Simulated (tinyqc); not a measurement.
Resistance of a tapered via with liner, size effect and interface: two fill metals against the diameter.

A round via whose diameter grows from db at the bottom as D(z) = db + 2 z/tan(ang). The fill, of diameter D - 2 tl, starts above the bottom liner (thickness fb tl) and has rho = rho0 (1 + ks lam/(D - 2 tl)); the sidewall liner conducts in parallel with it. The bottom liner and the interface are crossed over the full area pi db^2/4. Spreading in the lines above and below is left out.

Slices between z0 = fb tl and hv, evaluated at their midpoints: conductance per length pi/4 [(D - 2 tl)^2/rho + (D^2 - (D - 2 tl)^2)/rl], slice resistance = slice height over that. 2000 slices. R_fill = sum of the slices; R_bottom = rl fb tl/(pi db^2/4); R_interface = ri/(pi db^2/4). The second fill has rho2, lam2 and tl2 in place of rho0, lam and tl.

Parameters, values chosen for the exercise; fill metal close to molybdenum: height hv = 74 nm; sidewall angle ang = 88 degrees; bulk resistivity of the fill rho0 = 5.28 uohm cm; mean free path of the fill lam = 11.3 nm; size-effect factor ks = 1.1; liner on the sidewall tl = 0.5 nm; liner at the bottom over that on the sidewall fb = 1; resistivity of the liner rl = 170 uohm cm; interface resistivity at the bottom ri = 7.8e-13 ohm cm^2; ballistic conductance per area, about 3/(4 rho0 lam) Sb = 1.3e15 S/m^2; bulk resistivity of the second fill (close to ruthenium) rho2 = 7.77 uohm cm; its mean free path lam2 = 6.66 nm; its liner tl2 = 0.5 nm.

Two fill metals against the diameter:

| db (nm) | R, first fill (ohm) | R, second fill (ohm) | ratio second/first |
|---|---|---|---|
| 6 | 299.4 | 320.1 | 1.069 |
| 8.5 | 134.3 | 149.1 | 1.111 |
| 12 | 61.62 | 71.01 | 1.152 |
| 17 | 28.42 | 33.90 | 1.193 |
| 24 | 13.36 | 16.43 | 1.230 |
| 35 | 5.925 | 7.496 | 1.265 |
| 49 | 2.900 | 3.746 | 1.292 |
| 70 | 1.373 | 1.805 | 1.315 |
| 100 | 0.6554 | 0.8731 | 1.332 |

The ratio goes from 1.07 to 1.33. The first fill gives the lower R in every row.

tinyqc, about 0.01 s, one thread, Intel Xeon 2.30GHz (shared host): `OMP_NUM_THREADS=1 python tinyqc.py 2750147 2750148 out.jsonl`
